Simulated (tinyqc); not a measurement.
## Series resistance and length offset from two lengths at two overdrives

Problem. In strong inversion R W = Rsd + k(x)(L - dL), k(x) = (1 + th1 x)/(mu0 Cox x), x the overdrive, Cox = eps0 eox/tox, with Rsd and dL independent of x. Find dL, Rsd, mu0 and th1.

Values chosen for this exercise:
- eox = 8.81 (relative permittivity of the gate insulator (close to aluminium oxide))
- tox = 5.2 nm (insulator thickness)

Constants: eps0 = 8.8541878128e-14 F/cm where lengths are in cm. Results are converted to the units shown.

total resistance times width (ohm um):
```
                  L = 0.064 um  L = 0.45 um
overdrive 0.51 V    854.615859   6414.64962
overdrive 0.92 V    557.534957   3869.07404
```

Solution. At each overdrive R W is a straight line in L; the two lines cross at L = dL, R W = Rsd. Their slopes give k x = (1 + th1 x)/(mu0 Cox), a straight line in x.

dL = 0.0130 um
Rsd = 120 ohm um
mu0 = 100 cm^2/(V s)
th1 = 0.200 1/V

Numbers from tinyqc (`OMP_NUM_THREADS=1 python tinyqc.py 2210162 2210163 out.jsonl`; about 0.01 s on one thread of a shared Intel Xeon 2.30GHz).
